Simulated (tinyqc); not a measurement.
UKS/BLYP in the sto-3g basis, for Be+, spin multiplicity 2, step by step (part 2 of 2). Computed by tinyqc, a small Python program that keeps every step (integrals from PySCF). Command: `OMP_NUM_THREADS=1 python tinyqc.py 27212 27213 out.jsonl` (the two numbers bound the seeds that draw the settings). One thread of a shared host (Intel(R) Xeon(R) Processor @ 2.60GHz), about 0.8 s of CPU time with the checks.

Geometry (angstrom):
```
atom         x         y         z
Be    0.000000  0.000000  0.000000
```

## Iteration 4 (converged): orbitals

converged F(alpha) (hartree):
```
            1Be 1s     1Be 2s    1Be 2px    1Be 2py    1Be 2pz
1Be 1s   -4.258302  -1.227133   0.000000   0.000000   0.000000
1Be 2s   -1.227133  -0.835881   0.000000   0.000000   0.000000
1Be 2px   0.000000   0.000000  -0.367169   0.000000   0.000000
1Be 2py   0.000000   0.000000   0.000000  -0.367169   0.000000
1Be 2pz   0.000000   0.000000   0.000000   0.000000  -0.367169
```

converged F(beta) (hartree):
```
            1Be 1s     1Be 2s    1Be 2px    1Be 2py    1Be 2pz
1Be 1s   -4.236698  -1.223594   0.000000   0.000000   0.000000
1Be 2s   -1.223594  -0.761674   0.000000   0.000000   0.000000
1Be 2px   0.000000   0.000000  -0.294528   0.000000   0.000000
1Be 2py   0.000000   0.000000   0.000000  -0.294528   0.000000
1Be 2pz   0.000000   0.000000   0.000000   0.000000  -0.294528
```

X:
```
            1Be 1s     1Be 2s   1Be 2px   1Be 2py   1Be 2pz
1Be 1s    1.026569  -0.135528  0.000000  0.000000  0.000000
1Be 2s   -0.135528   1.026569  0.000000  0.000000  0.000000
1Be 2px   0.000000   0.000000  1.000000  0.000000  0.000000
1Be 2py   0.000000   0.000000  0.000000  1.000000  0.000000
1Be 2pz   0.000000   0.000000  0.000000  0.000000  1.000000
```

Diagonalise F' = X^T F X, C = X C', fill 2 alpha and 1 beta electrons from the bottom; D(s) = C_occ C_occ^T. Each column has its largest component positive (the first on a tie).

F' = X^T F X (alpha) (hartree):
```
           1          2          3          4          5
1  -4.161484  -0.606999   0.000000   0.000000   0.000000
2  -0.606999  -0.617646   0.000000   0.000000   0.000000
3   0.000000   0.000000  -0.367169   0.000000   0.000000
4   0.000000   0.000000   0.000000  -0.367169   0.000000
5   0.000000   0.000000   0.000000   0.000000  -0.367169
```

orbital energies (alpha) (hartree): MO1 -4.262569, MO2 -0.516560, MO3 -0.367169, MO4 -0.367169, MO5 -0.367169

coefficients C (alpha):
```
              MO1        MO2        MO3        MO4        MO5
1Be 1s   0.990361  -0.302322   0.000000   0.000000   0.000000
1Be 2s   0.034948   1.034887   0.000000   0.000000   0.000000
1Be 2px  0.000000   0.000000   0.879777  -0.471904  -0.057436
1Be 2py  0.000000   0.000000   0.475022   0.867928   0.145103
1Be 2pz  0.000000   0.000000  -0.018624  -0.154941   0.987748
```

F' = X^T F X (beta) (hartree):
```
           1          2          3          4          5
1  -4.138339  -0.616535   0.000000   0.000000   0.000000
2  -0.616535  -0.540031   0.000000   0.000000   0.000000
3   0.000000   0.000000  -0.294528   0.000000   0.000000
4   0.000000   0.000000   0.000000  -0.294528   0.000000
5   0.000000   0.000000   0.000000   0.000000  -0.294528
```

orbital energies (beta) (hartree): MO1 -4.241044, MO2 -0.437325, MO3 -0.294528, MO4 -0.294528, MO5 -0.294528

coefficients C (beta):
```
              MO1        MO2        MO3       MO4        MO5
1Be 1s   0.990345  -0.302373   0.000000  0.000000   0.000000
1Be 2s   0.035001   1.034885   0.000000  0.000000   0.000000
1Be 2px  0.000000   0.000000  -0.187811  0.420972   0.887417
1Be 2py  0.000000   0.000000   0.894911  0.445700  -0.022034
1Be 2pz  0.000000   0.000000  -0.404798  0.790021  -0.460440
```

D(alpha) after iteration 4:
```
            1Be 1s     1Be 2s   1Be 2px   1Be 2py   1Be 2pz
1Be 1s    1.072213  -0.278258  0.000000  0.000000  0.000000
1Be 2s   -0.278258   1.072213  0.000000  0.000000  0.000000
1Be 2px   0.000000   0.000000  0.000000  0.000000  0.000000
1Be 2py   0.000000   0.000000  0.000000  0.000000  0.000000
1Be 2pz   0.000000   0.000000  0.000000  0.000000  0.000000
```

D(beta) after iteration 4:
```
           1Be 1s    1Be 2s   1Be 2px   1Be 2py   1Be 2pz
1Be 1s   0.980783  0.034663  0.000000  0.000000  0.000000
1Be 2s   0.034663  0.001225  0.000000  0.000000  0.000000
1Be 2px  0.000000  0.000000  0.000000  0.000000  0.000000
1Be 2py  0.000000  0.000000  0.000000  0.000000  0.000000
1Be 2pz  0.000000  0.000000  0.000000  0.000000  0.000000
```

Within a degenerate level the vectors are fixed only up to a rotation; this is one choice.

## Convergence

Stop when the energy changes by less than 1e-08 hartree and every element of the error matrix X^T (F D S - S D F) X (for each spin) is below 3e-05.

Course of the cycle:
```
iteration   E (hartree)     change  largest element of the error matrix
1          -14.18494431          -                             2.00e-01
2          -14.19544878  -1.05e-02                             3.61e-03
3          -14.19545217  -3.38e-06                             1.50e-05
4          -14.19545217  -4.33e-11                             7.68e-06
```

PySCF UKS in the same basis, fine grid, after a stability check = -14.14266284 hartree

Converged in 4 iterations. The coarse grid moves the energy by -5.28e-02 hartree.

## Populations

overlap S:
```
           1Be 1s    1Be 2s   1Be 2px   1Be 2py   1Be 2pz
1Be 1s   1.000000  0.259517  0.000000  0.000000  0.000000
1Be 2s   0.259517  1.000000  0.000000  0.000000  0.000000
1Be 2px  0.000000  0.000000  1.000000  0.000000  0.000000
1Be 2py  0.000000  0.000000  0.000000  1.000000  0.000000
1Be 2pz  0.000000  0.000000  0.000000  0.000000  1.000000
```

Mulliken: Z minus the diagonal of D S on the atom; Loewdin: the same with S^(1/2) D S^(1/2).

Charges (e):
```
atom  Mulliken   Loewdin  Mulliken spin
1Be   1.000000  1.000000       1.000000
```

<S^2> of the determinant (pure state: 0.75) = 0.750000
